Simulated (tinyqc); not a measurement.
CIS on RHF in the sto-3g basis, frozen core, for BeH2, spin multiplicity 1, step by step (part 1 of 2). Computed by tinyqc, a small Python program that keeps every step (integrals from PySCF). Settings: charge = 0, multiplicity = 1, basis = sto-3g, method = RHF, frozen orbitals = 1, energy threshold = 1e-10, iteration cap = 66, orthogonalisation = symmetric, start = core, DIIS depth = 6. Command: `OMP_NUM_THREADS=1 python tinyqc.py 20783 20784 out.jsonl` (the two numbers bound the seeds that draw the settings). One thread of a shared host (Intel(R) Xeon(R) Processor @ 2.60GHz), about 0.08 s of CPU time with the checks. The early iterations of the SCF are left out here.

## One-electron integrals

Geometry (angstrom):
```
atom         x          y         z
Be    0.000000   0.000000  0.000000
H     0.000000   1.359000  0.028000
H     0.000000  -1.394000  0.029000
```

Basis sto-3g: exponents (1/bohr^2) and contraction coefficients of normalised primitives:
```
element  l (shell)   exponent  coefficient
Be           s (1)  30.167871     0.154329
Be           s (1)   5.495115     0.535328
Be           s (1)   1.487193     0.444635
Be           s (2)   1.314833    -0.099967
Be           s (2)   0.305539     0.399513
Be           s (2)   0.099371     0.700115
Be           p (3)   1.314833     0.155916
Be           p (3)   0.305539     0.607684
Be           p (3)   0.099371     0.391957
H            s (1)   3.425251     0.154329
H            s (1)   0.623914     0.535328
H            s (1)   0.168855     0.444635
```

Overlap, kinetic and nuclear-attraction integrals over the contracted functions; the nuclear repulsion is the sum of Za Zb / Rab.

nuclear repulsion = 3.26755073 hartree

overlap S:
```
           1Be 1s    1Be 2s   1Be 2px    1Be 2py   1Be 2pz     2H 1s      3H 1s
1Be 1s   1.000000  0.259517  0.000000   0.000000  0.000000  0.066592   0.061648
1Be 2s   0.259517  1.000000  0.000000   0.000000  0.000000  0.452183   0.438174
1Be 2px  0.000000  0.000000  1.000000   0.000000  0.000000  0.000000   0.000000
1Be 2py  0.000000  0.000000  0.000000   1.000000  0.000000  0.520298  -0.510002
1Be 2pz  0.000000  0.000000  0.000000   0.000000  1.000000  0.010720   0.010610
2H 1s    0.066592  0.452183  0.000000   0.520298  0.010720  1.000000   0.030337
3H 1s    0.061648  0.438174  0.000000  -0.510002  0.010610  0.030337   1.000000
```

kinetic energy T (hartree):
```
            1Be 1s     1Be 2s   1Be 2px    1Be 2py   1Be 2pz      2H 1s      3H 1s
1Be 1s    6.693975  -0.033012  0.000000   0.000000  0.000000  -0.016130  -0.015560
1Be 2s   -0.033012   0.211111  0.000000   0.000000  0.000000   0.066154   0.060961
1Be 2px   0.000000   0.000000  0.660592   0.000000  0.000000   0.000000   0.000000
1Be 2py   0.000000   0.000000  0.000000   0.660592  0.000000   0.187460  -0.176030
1Be 2pz   0.000000   0.000000  0.000000   0.000000  0.660592   0.003862   0.003662
2H 1s    -0.016130   0.066154  0.000000   0.187460  0.003862   0.760032  -0.008770
3H 1s    -0.015560   0.060961  0.000000  -0.176030  0.003662  -0.008770   0.760032
```

nuclear attraction V (hartree):
```
             1Be 1s     1Be 2s    1Be 2px    1Be 2py    1Be 2pz      2H 1s      3H 1s
1Be 1s   -15.329925  -2.098771   0.000000  -0.000867  -0.000706  -0.537725  -0.497080
1Be 2s    -2.098771  -3.036892   0.000000  -0.004180  -0.005961  -1.329389  -1.273872
1Be 2px    0.000000   0.000000  -2.943652   0.000000   0.000000   0.000000   0.000000
1Be 2py   -0.000867  -0.004180   0.000000  -3.168386  -0.000060  -1.496155   1.448236
1Be 2pz   -0.000706  -0.005961   0.000000  -0.000060  -2.943748  -0.031494  -0.030774
2H 1s     -0.537725  -1.329389   0.000000  -1.496155  -0.031494  -2.964654  -0.103970
3H 1s     -0.497080  -1.273872   0.000000   1.448236  -0.030774  -0.103970  -2.927335
```

core Hamiltonian H = T + V (hartree):
```
            1Be 1s     1Be 2s    1Be 2px    1Be 2py    1Be 2pz      2H 1s      3H 1s
1Be 1s   -8.635950  -2.131783   0.000000  -0.000867  -0.000706  -0.553856  -0.512639
1Be 2s   -2.131783  -2.825781   0.000000  -0.004180  -0.005961  -1.263235  -1.212911
1Be 2px   0.000000   0.000000  -2.283060   0.000000   0.000000   0.000000   0.000000
1Be 2py  -0.000867  -0.004180   0.000000  -2.507794  -0.000060  -1.308695   1.272205
1Be 2pz  -0.000706  -0.005961   0.000000  -0.000060  -2.283156  -0.027632  -0.027112
2H 1s    -0.553856  -1.263235   0.000000  -1.308695  -0.027632  -2.204622  -0.112740
3H 1s    -0.512639  -1.212911   0.000000   1.272205  -0.027112  -0.112740  -2.167303
```

## Two-electron integrals

Functions are numbered as in S; the eight-fold symmetry (ij|kl) = (ji|kl) = (kl|ij) leaves the list below.

Two-electron integrals (ij|kl) in chemists' order, unique and non-zero (hartree):
```
(11|11) 2.298831    (21|11) 0.392036    (21|21) 0.079539    (22|11) 0.570988
(22|21) 0.143041    (22|22) 0.417683    (31|31) 0.014607    (32|31) 0.021888
(32|32) 0.092265    (33|11) 0.569578    (33|21) 0.143083    (33|22) 0.417589
(33|33) 0.449859    (41|41) 0.014607    (42|41) 0.021888    (42|42) 0.092265
(43|43) 0.024249    (44|11) 0.569578    (44|21) 0.143083    (44|22) 0.417589
(44|33) 0.401360    (44|44) 0.449859    (51|51) 0.014607    (52|51) 0.021888
(52|52) 0.092265    (53|53) 0.024249    (54|54) 0.024249    (55|11) 0.569578
(55|21) 0.143083    (55|22) 0.417589    (55|33) 0.401360    (55|44) 0.401360
(55|55) 0.449859    (61|11) 0.099561    (61|21) 0.020182    (61|22) 0.036559
(61|33) 0.036292    (61|41) 0.001810    (61|42) 0.003383    (61|44) 0.037112
(61|51) 0.000037    (61|52) 0.000070    (61|54) 0.000017    (61|55) 0.036293
(61|61) 0.005377    (62|11) 0.221024    (62|21) 0.056070    (62|22) 0.175847
(62|33) 0.169431    (62|41) 0.007373    (62|42) 0.043437    (62|44) 0.188515
(62|51) 0.000152    (62|52) 0.000895    (62|54) 0.000393    (62|55) 0.169439
(62|61) 0.015722    (62|62) 0.106290    (63|31) 0.005404    (63|32) 0.024625
(63|43) 0.007720    (63|53) 0.000159    (63|63) 0.010377    (64|11) 0.229957
(64|21) 0.059093    (64|22) 0.194491    (64|33) 0.182983    (64|41) 0.012079
(64|42) 0.067946    (64|44) 0.217300    (64|51) 0.000138    (64|52) 0.000893
(64|54) 0.000548    (64|55) 0.182991    (64|61) 0.017403    (64|62) 0.134281
(64|64) 0.176163    (65|11) 0.004738    (65|21) 0.001218    (65|22) 0.004007
(65|33) 0.003770    (65|41) 0.000138    (65|42) 0.000893    (65|44) 0.004159
(65|51) 0.005407    (65|52) 0.024643    (65|54) 0.007728    (65|55) 0.004088
(65|61) 0.000359    (65|62) 0.002767    (65|64) 0.003416    (65|65) 0.010448
(66|11) 0.385929    (66|21) 0.099728    (66|22) 0.348632    (66|33) 0.323298
(66|41) 0.016133    (66|42) 0.119885    (66|44) 0.398987    (66|51) 0.000332
(66|52) 0.002470    (66|54) 0.001559    (66|55) 0.323331    (66|61) 0.028852
(66|62) 0.262569    (66|64) 0.353544    (66|65) 0.007284    (66|66) 0.774606
(71|11) 0.092092    (71|21) 0.018671    (71|22) 0.033838    (71|33) 0.033594
(71|41) -0.001666   (71|42) -0.003126   (71|44) 0.034346    (71|51) 0.000035
(71|52) 0.000065    (71|54) -0.000016   (71|55) 0.033594    (71|61) 0.004534
(71|62) 0.012274    (71|64) 0.012410    (71|65) 0.000282    (71|66) 0.021477
(71|71) 0.004601    (72|11) 0.211154    (72|21) 0.053605    (72|22) 0.168991
(72|33) 0.162733    (72|41) -0.007040   (72|42) -0.042090   (72|44) 0.181347
(72|51) 0.000146    (72|52) 0.000876    (72|54) -0.000387   (72|55) 0.162741
(72|61) 0.012678    (72|62) 0.055229    (72|64) 0.055146    (72|65) 0.001419
(72|66) 0.101469    (72|71) 0.013913    (72|72) 0.099411    (73|31) 0.005078
(73|32) 0.023364    (73|43) -0.007410   (73|53) 0.000154    (73|63) 0.004317
(73|73) 0.009500    (74|11) -0.222181   (74|21) -0.057121   (74|22) -0.188937
(74|33) -0.177745   (74|41) 0.011499    (74|42) 0.065709    (74|44) -0.211121
(74|51) -0.000134   (74|52) -0.000881   (74|54) 0.000540    (74|55) -0.177753
(74|61) -0.012982   (74|62) -0.055988   (74|64) -0.053414   (74|65) -0.001414
(74|66) -0.101023   (74|71) -0.015543   (74|72) -0.126767   (74|74) 0.167510
(75|11) 0.004622    (75|21) 0.001188    (75|22) 0.003931    (75|33) 0.003698
(75|41) -0.000134   (75|42) -0.000881   (75|44) 0.004084    (75|51) 0.005080
(75|52) 0.023383    (75|54) -0.007418   (75|55) 0.004006    (75|61) 0.000296
(75|62) 0.001441    (75|64) 0.001417    (75|65) 0.004353    (75|66) 0.002714
(75|71) 0.000323    (75|72) 0.002637    (75|74) -0.003287   (75|75) 0.009568
(76|11) 0.019140    (76|21) 0.004732    (76|22) 0.013321    (76|33) 0.013110
(76|41) -0.000007   (76|42) -0.000054   (76|44) 0.013736    (76|51) 0.000025
(76|52) 0.000121    (76|54) -7.44e-07   (76|55) 0.013111    (76|61) 0.001214
(76|62) 0.005729    (76|64) 0.006427    (76|65) 0.000163    (76|66) 0.011642
(76|71) 0.001125    (76|72) 0.005565    (76|74) -0.006335   (76|75) 0.000161
(76|76) 0.000433    (77|11) 0.376676    (77|21) 0.097389    (77|22) 0.342971
(77|33) 0.318044    (77|41) -0.015471   (77|42) -0.117695   (77|44) 0.392522
(77|51) 0.000322    (77|52) 0.002448    (77|54) -0.001549   (77|55) 0.318076
(77|61) 0.022693    (77|62) 0.104142    (77|64) 0.102179    (77|65) 0.002741
(77|66) 0.192187    (77|71) 0.026029    (77|72) 0.253092    (77|74) -0.343512
(77|75) 0.007146    (77|76) 0.011642    (77|77) 0.774606
```

## Orthogonalisation

S = U s U^T; symmetric (Loewdin) form X = U s^(-1/2) U^T, so that X^T S X = 1.

eigenvalues of S: 0.255508  0.360603  0.940368  1.000000  1.000550  1.709522  1.733448

X:
```
            1Be 1s     1Be 2s   1Be 2px    1Be 2py    1Be 2pz      2H 1s      3H 1s
1Be 1s    1.028459  -0.153128  0.000000   0.000027  -0.000411   0.018439   0.019311
1Be 2s   -0.153128   1.241664  0.000000   0.011360   0.005047  -0.310196  -0.289943
1Be 2px   0.000000   0.000000  1.000000   0.000000   0.000000   0.000000   0.000000
1Be 2py   0.000027   0.011360  0.000000   1.357567   0.000194  -0.437056   0.420151
1Be 2pz  -0.000411   0.005047  0.000000   0.000194   1.000118  -0.007218  -0.006918
2H 1s     0.018439  -0.310196  0.000000  -0.437056  -0.007218   1.296562  -0.097308
3H 1s     0.019311  -0.289943  0.000000   0.420151  -0.006918  -0.097308   1.274525
```

## Iteration 7 (converged): orbitals

converged F (hartree):
```
            1Be 1s     1Be 2s   1Be 2px    1Be 2py    1Be 2pz      2H 1s      3H 1s
1Be 1s   -4.518418  -1.288087  0.000000  -0.000162   0.000473  -0.340273  -0.315309
1Be 2s   -1.288087  -0.625188  0.000000  -0.005284  -0.004629  -0.409303  -0.396039
1Be 2px   0.000000   0.000000  0.212737   0.000000   0.000000   0.000000   0.000000
1Be 2py  -0.000162  -0.005284  0.000000  -0.220684  -0.000101  -0.332029   0.326901
1Be 2pz   0.000473  -0.004629  0.000000  -0.000101   0.212611  -0.005472  -0.005429
2H 1s    -0.340273  -0.409303  0.000000  -0.332029  -0.005472  -0.304970  -0.041645
3H 1s    -0.315309  -0.396039  0.000000   0.326901  -0.005429  -0.041645  -0.290416
```

Diagonalise F' = X^T F X, C = X C', fill 3 alpha and 3 beta electrons from the bottom; D = 2 C_occ C_occ^T. Each column has its largest component positive (the first on a tie).

F' = X^T F X (hartree):
```
           1          2         3          4          5          6          7
1  -4.409227  -0.692197  0.000000   0.001797   0.000443  -0.051245  -0.040625
2  -0.692197  -0.101135  0.000000   0.005435   0.002033  -0.332740  -0.318608
3   0.000000   0.000000  0.212737   0.000000   0.000000   0.000000   0.000000
4   0.001797   0.005435  0.000000   0.266020   0.000080  -0.464880   0.453935
5   0.000443   0.002033  0.000000   0.000080   0.212776  -0.006995  -0.006818
6  -0.051245  -0.332740  0.000000  -0.464880  -0.006995   0.098917  -0.115595
7  -0.040625  -0.318608  0.000000   0.453935  -0.006818  -0.115595   0.090898
```

orbital energies (hartree): MO1 -4.521848, MO2 -0.449914, MO3 -0.411688, MO4 0.212528, MO5 0.212737, MO6 0.440232, MO7 0.888939

coefficients C:
```
               MO1        MO2        MO3        MO4       MO5        MO6        MO7
1Be 1s    0.991764  -0.220301   0.019143   0.009591  0.000000  -0.221996  -0.004617
1Be 2s    0.031769   0.564479  -0.055363  -0.042807  0.000000   1.190920   0.052789
1Be 2px   0.000000   0.000000   0.000000   0.000000  1.000000   0.000000   0.000000
1Be 2py   0.000000   0.045799   0.499495   0.000291  0.000000  -0.024171   1.399459
1Be 2pz  -0.000011   0.004878  -0.000474   0.999080  0.000000   0.046645   0.001152
2H 1s    -0.003037   0.429439   0.370184   0.018298  0.000000  -0.784376  -1.020358
3H 1s    -0.003268   0.354138  -0.445333   0.018610  0.000000  -0.815733   0.951518
```

D after iteration 7:
```
            1Be 1s     1Be 2s   1Be 2px    1Be 2py    1Be 2pz      2H 1s      3H 1s
1Be 1s    2.064989  -0.187815  0.000000  -0.001056  -0.002189  -0.181063  -0.179566
1Be 2s   -0.187815   0.645421  0.000000  -0.003602   0.005559   0.443636   0.448908
1Be 2px   0.000000   0.000000  0.000000   0.000000   0.000000   0.000000   0.000000
1Be 2py  -0.001056  -0.003602  0.000000   0.503185  -0.000026   0.409145  -0.412445
1Be 2pz  -0.002189   0.005559  0.000000  -0.000026   0.000048   0.003839   0.003877
2H 1s    -0.181063   0.443636  0.000000   0.409145   0.003839   0.642926  -0.025530
3H 1s    -0.179566   0.448908  0.000000  -0.412445   0.003877  -0.025530   0.647491
```

## Convergence

Stop when the energy changes by less than 1e-10 hartree and every element of the error matrix X^T (F D S - S D F) X is below 3e-06.

Course of the cycle:
```
iteration   E (hartree)     change  largest element of the error matrix
1          -15.05800749          -                             5.62e-01
2          -15.55236333  -4.94e-01                             5.41e-02
3          -15.55542659  -3.06e-03                             1.50e-03
4          -15.55543485  -8.26e-06                             2.77e-04
5          -15.55543524  -3.93e-07                             3.23e-05
6          -15.55543525  -3.22e-09                             3.69e-06
7          -15.55543525  -3.63e-11                             6.88e-07
```

PySCF RHF in the same basis = -15.55543525 hartree

Converged in 7 iterations.

## Integrals over molecular orbitals

(pq|rs) = sum C_ip C_jq C_kr C_ls (ij|kl), one index at a time.

one-electron integrals over orbitals h = C^T H C (hartree):
```
           1          2          3          4          5          6          7
1  -8.624361   0.220099  -0.019501  -0.010140   0.000000   0.197045   0.003111
2   0.220099  -2.430543  -0.006827   0.001917   0.000000  -0.187242  -0.025764
3  -0.019501  -0.006827  -2.384632  -0.000471   0.000000   0.031372  -0.287786
4  -0.010140   0.001917  -0.000471  -2.282734   0.000000  -0.010530  -0.000172
5   0.000000   0.000000   0.000000   0.000000  -2.283060   0.000000   0.000000
6   0.197045  -0.187242   0.031372  -0.010530   0.000000  -1.913102   0.003138
7   0.003111  -0.025764  -0.287786  -0.000172   0.000000   0.003138  -1.818546
```

Two-electron integrals over orbitals (pq|rs), unique and non-zero (hartree); the lowest 1 orbital is frozen and left out:
```
(22|22) 0.399719    (32|22) 0.032146    (32|32) 0.157863    (33|22) 0.400995
(33|32) -0.026668   (33|33) 0.434640    (42|22) 0.002140    (42|32) 0.000208
(42|33) 0.002069    (42|42) 0.048663    (43|22) 0.000283    (43|32) 0.002410
(43|33) -0.000639   (43|42) -0.003000   (43|43) 0.014517    (44|22) 0.365929
(44|32) 0.000144    (44|33) 0.352118    (44|42) -0.005178   (44|43) 0.000548
(44|44) 0.450016    (52|52) 0.048663    (53|52) -0.003003   (53|53) 0.014459
(54|52) -0.001797   (54|53) 0.000171    (54|54) 0.024306    (55|22) 0.366020
(55|32) 0.000142    (55|33) 0.352145    (55|42) -0.001592   (55|43) 0.000207
(55|44) 0.401325    (55|55) 0.449859    (62|22) -0.023943   (62|32) -0.009616
(62|33) -0.044056   (62|42) -0.000619   (62|43) -0.000032   (62|44) 0.054881
(62|55) 0.055084    (62|62) 0.078099    (63|22) -0.016051   (63|32) -0.091707
(63|33) 0.021227    (63|42) -0.000019   (63|43) -0.002034   (63|44) -0.007946
(63|55) -0.007967   (63|62) -0.003159   (63|63) 0.084517    (64|22) 0.000800
(64|32) 0.000070    (64|33) -0.000545   (64|42) 0.046749    (64|43) -0.004670
(64|44) -0.001251   (64|55) 0.001225    (64|62) 0.004166    (64|63) -0.000559
(64|64) 0.050405    (65|52) 0.046987    (65|53) -0.004696   (65|54) -0.001244
(65|65) 0.050599    (66|22) 0.391752    (66|32) -0.005044   (66|33) 0.404854
(66|42) 0.005185    (66|43) -0.000608   (66|44) 0.364270    (66|55) 0.364557
(66|62) -0.032353   (66|63) 0.007522    (66|64) 0.003420    (66|66) 0.408733
(72|22) -0.009880   (72|32) -0.042660   (72|33) 0.004033    (72|42) -0.000527
(72|43) -0.002231   (72|44) 0.006112    (72|55) 0.006115    (72|62) 0.012849
(72|63) 0.060073    (72|64) 0.000187    (72|66) -0.001286   (72|72) 0.057463
(73|22) -0.004019   (73|32) -0.000289   (73|33) -0.019746   (73|42) -0.003214
(73|43) 0.000492    (73|44) 0.061386    (73|55) 0.061386    (73|62) 0.072795
(73|63) -0.012726   (73|64) 0.001565    (73|66) -0.024644   (73|72) 0.005332
(73|73) 0.082618    (74|22) -0.001016   (74|32) -0.005438   (74|33) 0.001017
(74|42) 0.002628    (74|43) 0.013410    (74|44) -0.000082   (74|55) -1.75e-06
(74|62) 0.000376    (74|63) 0.003282    (74|64) 0.000973    (74|66) 0.000328
(74|72) 0.000888    (74|73) 0.000046    (74|74) 0.016887    (75|52) 0.002641
(75|53) 0.013487    (75|54) -0.000040   (75|65) 0.000985    (75|75) 0.016679
(76|22) 0.026406    (76|32) 0.139490    (76|33) -0.026561   (76|42) 0.000353
(76|43) 0.002764    (76|44) 0.000332    (76|55) 0.000343    (76|62) -0.007527
(76|63) -0.093835   (76|64) 0.000271    (76|66) -0.006718   (76|72) -0.053918
(76|73) 0.001551    (76|74) -0.004790   (76|76) 0.139344    (77|22) 0.423907
(77|32) 0.009244    (77|33) 0.439060    (77|42) 0.000463    (77|43) 0.000127
(77|44) 0.388512    (77|55) 0.388444    (77|62) -0.032894   (77|63) -0.002721
(77|64) -0.001385   (77|66) 0.430382    (77|72) -0.005861   (77|73) -0.007210
(77|74) -0.000251   (77|76) 0.006121    (77|77) 0.481946
```

## CIS matrix, singlets

A(ia,jb) = (e_a - e_i) d_ij d_ab + 2 (ia|jb) - (ij|ab).

CIS matrix A, singlet (hartree):
```
           2>4        2>5        2>6        2>7        3>4        3>5        3>6        3>7
2>4   0.393840   0.000000  -0.002038  -0.000038  -0.006143   0.000000  -0.000108  -0.000990
2>5   0.000000   0.393957   0.000000   0.000000   0.000000  -0.006148   0.000000   0.000000
2>6  -0.002038   0.000000   0.654591  -0.000708  -0.000135   0.000000  -0.001274   0.006100
2>7  -0.000038   0.000000  -0.000708   1.029872   0.000977   0.000000  -0.019344   0.001420
3>4  -0.006143   0.000000  -0.000135   0.000977   0.301133   0.000000  -0.003523  -0.000034
3>5   0.000000  -0.006148   0.000000   0.000000   0.000000   0.301198   0.000000   0.000000
3>6  -0.000108   0.000000  -0.001274  -0.019344  -0.003523   0.000000   0.616100   0.001109
3>7  -0.000990   0.000000   0.006100   0.001420  -0.000034   0.000000   0.001109   1.026803
```

## CIS singlet states

dipole integrals <i|r|a> (bohr):
```
             x          y          z
2>4   0.000000   0.001405   0.961629
2>5   0.961832   0.000000   0.000000
2>6   0.000000  -0.078916   0.015137
2>7   0.000000  -0.610396  -0.003200
3>4   0.000000   0.021866  -0.088682
3>5  -0.088673   0.000000   0.000000
3>6   0.000000  -1.163874   0.000046
3>7   0.000000   0.036637  -0.039309
```

Diagonalise A (1 hartree = 27.211386 eV); each vector has its largest component positive (the first on a tie). The transition dipole is mu = sqrt2 sum c_ia <i|r|a>.

singlet excitation energies (eV): 8.182127  8.184967  10.727504  10.731158  16.740124  17.811221  27.931946  28.060513

lowest vectors:
```
       state 1   state 2    state 3    state 4    state 5    state 6
2>4   0.065834  0.000000   0.997799   0.000000  -0.000480  -0.007737
2>5   0.000000  0.065843   0.000000   0.997830   0.000000   0.000000
2>6   0.000795  0.000000   0.007739   0.000000   0.033564   0.999270
2>7  -0.001038  0.000000   0.000151   0.000000   0.046663   0.000212
3>4   0.997768  0.000000  -0.065836   0.000000  -0.011057   0.000091
3>5   0.000000  0.997830   0.000000  -0.065843   0.000000   0.000000
3>6   0.011105  0.000000  -0.000511   0.000000   0.998280  -0.033665
3>7   0.000114  0.000000   0.001483   0.000000  -0.003351  -0.016295
```

oscillator strengths 2/3 w |mu|^2: 0.000291  0.000254  0.489903  0.490246  1.168143  0.001486
